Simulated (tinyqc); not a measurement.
Worked calculation: Pariser-Parr-Pople SCF with singles CI, for the molecule c1ccc2cccc-2cc1 (SMILES; centres numbered as the heavy atoms are written). One step of it, computed by the program tinyqc.

Question. Iteration 1: Fock matrix. F_rr = H_rr + P_rr gamma_rr / 2 + sum_(s != r) P_ss gamma_rs; F_rs = H_rs - P_rs gamma_rs / 2; E = tr P (H + F) / 2 + core repulsion sum_(r<s) z_r z_s gamma_rs.

P at the start, order 1C, 2C, 3C, 4C, 5C, 6C, 7C, 8C, 9C, 10C:
```
[[0.870001, 0.638899, 0.142691, -0.217049, 0.017140, 0.176598, 0.017140, -0.217049, 0.142691, 0.638899],
 [0.638899, 0.986447, 0.664039, 0.011190, -0.226883, 0.017140, 0.186432, -0.068408, -0.242189, 0.026246],
 [0.142691, 0.664039, 0.854946, 0.585798, 0.011190, -0.217049, -0.068408, 0.172482, -0.184853, -0.242189],
 [-0.217049, 0.011190, 0.585798, 1.027428, 0.595632, -0.074358, -0.231000, 0.400945, 0.172482, -0.068408],
 [0.017140, -0.226883, 0.011190, 0.595632, 1.172879, 0.656039, -0.200638, -0.231000, -0.068408, 0.186432],
 [0.176598, 0.017140, -0.217049, -0.074358, 0.656039, 1.046600, 0.656039, -0.074358, -0.217049, 0.017140],
 [0.017140, 0.186432, -0.068408, -0.231000, -0.200638, 0.656039, 1.172879, 0.595632, 0.011190, -0.226883],
 [-0.217049, -0.068408, 0.172482, 0.400945, -0.231000, -0.074358, 0.595632, 1.027428, 0.585798, 0.011190],
 [0.142691, -0.242189, -0.184853, 0.172482, -0.068408, -0.217049, 0.011190, 0.585798, 0.854946, 0.664039],
 [0.638899, 0.026246, -0.242189, -0.068408, 0.186432, 0.017140, -0.226883, 0.011190, 0.664039, 0.986447]]
```

core matrix H (eV), order 1C, 2C, 3C, 4C, 5C, 6C, 7C, 8C, 9C, 10C:
```
[[-42.847298, -2.170000, 0.000000, 0.000000, 0.000000, 0.000000, 0.000000, 0.000000, 0.000000, -2.170000],
 [-2.170000, -43.374726, -2.170000, 0.000000, 0.000000, 0.000000, 0.000000, 0.000000, 0.000000, 0.000000],
 [0.000000, -2.170000, -45.290163, -2.170000, 0.000000, 0.000000, 0.000000, 0.000000, 0.000000, 0.000000],
 [0.000000, 0.000000, -2.170000, -48.847572, -2.170000, 0.000000, 0.000000, -2.170000, 0.000000, 0.000000],
 [0.000000, 0.000000, 0.000000, -2.170000, -44.237345, -2.170000, 0.000000, 0.000000, 0.000000, 0.000000],
 [0.000000, 0.000000, 0.000000, 0.000000, -2.170000, -42.583851, -2.170000, 0.000000, 0.000000, 0.000000],
 [0.000000, 0.000000, 0.000000, 0.000000, 0.000000, -2.170000, -44.237345, -2.170000, 0.000000, 0.000000],
 [0.000000, 0.000000, 0.000000, -2.170000, 0.000000, 0.000000, -2.170000, -48.847572, -2.170000, 0.000000],
 [0.000000, 0.000000, 0.000000, 0.000000, 0.000000, 0.000000, 0.000000, -2.170000, -45.290163, -2.170000],
 [-2.170000, 0.000000, 0.000000, 0.000000, 0.000000, 0.000000, 0.000000, 0.000000, -2.170000, -43.374726]]
```

repulsion gamma_rs (eV), order 1C, 2C, 3C, 4C, 5C, 6C, 7C, 8C, 9C, 10C:
```
[[10.350000, 5.159759, 3.679206, 3.173728, 2.427098, 2.177716, 2.427098, 3.173728, 3.679206, 5.159759],
 [5.159759, 10.350000, 5.158439, 3.678609, 2.777479, 2.332122, 2.451046, 3.173658, 3.173918, 3.679696],
 [3.679206, 5.158439, 10.350000, 5.158053, 3.733526, 2.879339, 2.865294, 3.678751, 3.173636, 3.173918],
 [3.173728, 3.678609, 5.158053, 10.350000, 5.159442, 3.938464, 3.938052, 5.158815, 3.678751, 3.173658],
 [2.427098, 2.777479, 3.733526, 5.159442, 10.350000, 5.158143, 3.937266, 3.938052, 2.865294, 2.451046],
 [2.177716, 2.332122, 2.879339, 3.938464, 5.158143, 10.350000, 5.158143, 3.938464, 2.879339, 2.332122],
 [2.427098, 2.451046, 2.865294, 3.938052, 3.937266, 5.158143, 10.350000, 5.159442, 3.733526, 2.777479],
 [3.173728, 3.173658, 3.678751, 5.158815, 3.938052, 3.938464, 5.159442, 10.350000, 5.158053, 3.678609],
 [3.679206, 3.173918, 3.173636, 3.678751, 2.865294, 2.879339, 3.733526, 5.158053, 10.350000, 5.158439],
 [5.159759, 3.679696, 3.173918, 3.173658, 2.451046, 2.332122, 2.777479, 3.678609, 5.158439, 10.350000]]
```

Centres (angstrom, eV; a flat drawing with bonds scaled to 1.40 angstrom):
```
centre          x          y  core charge z          W   gamma_rr
1C       2.531000   0.000000              1  11.790000  10.350000
2C       1.924000   1.261000              1  11.790000  10.350000
3C       0.559000   1.573000              1  11.790000  10.350000
4C      -0.536000   0.700000              1  11.790000  10.350000
5C      -1.867000   1.133000              1  11.790000  10.350000
6C      -2.690000   0.000000              1  11.790000  10.350000
7C      -1.867000  -1.133000              1  11.790000  10.350000
8C      -0.536000  -0.700000              1  11.790000  10.350000
9C       0.559000  -1.573000              1  11.790000  10.350000
10C      1.924000  -1.261000              1  11.790000  10.350000
```

Give: F; pi energy.

Answer.

F (eV), order 1C, 2C, 3C, 4C, 5C, 6C, 7C, 8C, 9C, 10C:
```
[[-7.3802, -3.8183, -0.2625, 0.3444, -0.0208, -0.1923, -0.0208, 0.3444, -0.2625, -3.8183],
 [-3.8183, -7.4139, -3.8827, -0.0206, 0.3151, -0.0200, -0.2285, 0.1086, 0.3843, -0.0483],
 [-0.2625, -3.8827, -6.8999, -3.6808, -0.0209, 0.3125, 0.0980, -0.3173, 0.2933, 0.3843],
 [0.3444, -0.0206, -3.6808, -6.3625, -3.7066, 0.1464, 0.4548, -3.2042, -0.3173, 0.1086],
 [-0.0208, 0.3151, -0.0209, -3.7066, -5.8934, -3.8620, 0.3950, 0.4548, 0.0980, -0.2285],
 [-0.1923, -0.0200, 0.3125, 0.1464, -3.8620, -5.5560, -3.8620, 0.1464, 0.3125, -0.0200],
 [-0.0208, -0.2285, 0.0980, 0.4548, 0.3950, -3.8620, -5.8934, -3.7066, -0.0209, 0.3151],
 [0.3444, 0.1086, -0.3173, -3.2042, 0.4548, 0.1464, -3.7066, -6.3625, -3.6808, -0.0206],
 [-0.2625, 0.3843, 0.2933, -0.3173, 0.0980, 0.3125, -0.0209, -3.6808, -6.8999, -3.8827],
 [-3.8183, -0.0483, 0.3843, 0.1086, -0.2285, -0.0200, 0.3151, -0.0206, -3.8827, -7.4139]]
```

pi energy = -132.6966 eV
